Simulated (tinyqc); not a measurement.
## Radius, Mott density and mass from the binding energy

Question. A donor has the isolated binding energy E0 = cc Ry, Ry = (m0 q^3/(8 eps0^2 h^2)) me/eps_r^2 in eV, radius a = q/(8 pi eps0 eps_r E0) and Mott density (0.26/a)^3. Find a, the Mott density and me.

Parameters, values chosen for the exercise:
- eps_r = 16.3 (relative permittivity)
- cc = 1 (ratio of the true binding energy to the hydrogenic one)

Constants: q = 1.602176634e-19 C, eps0 = 8.8541878128e-12 F/m, h = 6.62607015e-34 J s, m0 = 9.1093837015e-31 kg. Results are converted to the units shown.

E0 = 6.2474860 meV

Answer. Each follows directly from E0.

a = 7.07 nm
Mott density = 4.97e16 cm^-3
me = 0.122 m0

Computed by the program tinyqc: `OMP_NUM_THREADS=1 python tinyqc.py 2330101 2330102 out.jsonl`, one thread of a shared Intel Xeon 2.30GHz, about 0.01 s for the whole run.
